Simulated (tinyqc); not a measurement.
# Small-signal admittance of a forward-biased p+-n diode: what changes with what

Holes injected into a neutral base of width wb with an ohmic contact at its end; low injection, p0 far above the equilibrium density. A small voltage v exp(i w t), w = 2 pi f, modulates the edge density by p0 v/Vt, and the small-signal density obeys Dp d2p/dx2 = (1/tau + i w) p.

Values chosen for this exercise; permittivity close to that of silicon: temperature T = 300 K; relative permittivity eps_r = 11.7; donor density of the base Nd = 3.2e16 cm^-3; hole diffusion coefficient Dp = 8.6 cm^2/s; hole lifetime tau = 7e-9 s; width of the neutral base wb = 0.27 um; excess hole density at the junction edge p0 = 1.5e14 cm^-3; acceptor density of the p+ side Na = 3e19 cm^-3; series resistance Rs = 0.0051 ohm cm^2; signal frequency f = 4.9e8 Hz.

Constants: q = 1.602176634e-19 C, kB = 1.380649e-23 J/K, Vt = kB T/q, eps0 = 8.8541878128e-14 F/cm where lengths are in cm. Results are converted to the units shown.

Each table varies one quantity; the others keep the values above.

## Admittance against frequency

L = sqrt(Dp tau); direct current J = (q Dp p0/L) coth(wb/L); k = sqrt(1 + i w tau)/L; diffusion admittance Y = (q Dp p0/Vt) k coth(k wb) = G + i w C_diff; junction capacitance C_j = sqrt(q eps0 eps_r Nd/(2 Vr)) in the depletion approximation, with the remaining barrier Vr = Vt ln(Na/p0), a rough value under forward bias; base-width modulation is left out. Measured admittance 1/[Rs + 1/(Y + i w C_j)].

The same in every row: C_j (uF/cm^2) = 0.091738.

Admittance against frequency:
```
f (Hz)    w tau  G (S/cm^2)  C_diff (uF/cm^2)  measured G (S/cm^2)  measured C (uF/cm^2)  phase of the measured Y (degrees)
1e7     0.43982      297.30         0.0083531               118.17              0.015806                            0.48154
5e7      2.1991      297.30         0.0083531               118.47              0.015745                             2.3908
2e8      8.7965      297.37         0.0083525               122.92              0.014840                             8.6267
9e8      39.584      298.80         0.0083410               162.41             0.0068079                             13.335
4e9      175.93      325.83         0.0081237               193.02             5.8425e-4                             4.3502
2e10     879.65      668.89         0.0055299               195.86             2.4906e-5                            0.91550
7e10     3078.8      1278.7         0.0029048               196.05             2.0974e-6                            0.26960
3e11      13195      2646.7         0.0014040               196.07             1.1614e-7                           0.063974
1e12      43982      4832.1         7.6904e-4               196.08             1.0527e-8                           0.019327
```

G starts at J/Vt = 297 S/cm^2 and C_diff at (J tau/(2 Vt))(1 - 2 x/sinh 2x) = 0.00835 uF/cm^2, x = wb/L = 0.110. Between the last two rows G goes as f^(0.50) and C_diff as f^(-0.50); the limits are 1/2 and -1/2, reached when the signal penetrates only sqrt(Dp/w). The measured C is 84 % below C_diff + C_j in the first row and 100 % below it in the last, the difference being due to Rs.

## Effect of the hole lifetime

Same model as above.

The same in every row: C_j (uF/cm^2) = 0.09174.

Effect of the hole lifetime:
```
tau (s)   w tau  G (S/cm^2)  C_diff (uF/cm^2)  measured G (S/cm^2)  measured C (uF/cm^2)  phase of the measured Y (degrees)
7e-11    0.2155       407.3          0.007214                145.3              0.008327                              10.01
3e-10    0.9236       323.9          0.008060                141.3               0.01052                              12.91
2e-9      6.158       300.7          0.008316                140.2               0.01126                              13.89
7e-9      21.55       297.7          0.008350                140.0               0.01136                              14.02
3e-8      92.36       296.8          0.008360                140.0               0.01139                              14.06
2e-7      615.8       296.6          0.008363                140.0               0.01140                              14.07
7e-7       2155       296.6          0.008363                140.0               0.01140                              14.07
```

Read the table: what changes, and by how much?

As tau goes from 7e-11 to 7e-7, G falls from 407 to 297 S/cm^2, C_diff rises from 0.00721 to 0.00836 uF/cm^2 and the measured C rises from 0.00833 to 0.0114 uF/cm^2. C_diff stays below C_j.

tinyqc, about 0.01 s, one thread, Intel Xeon 2.30GHz (shared host): `OMP_NUM_THREADS=1 python tinyqc.py 2890166 2890167 out.jsonl`
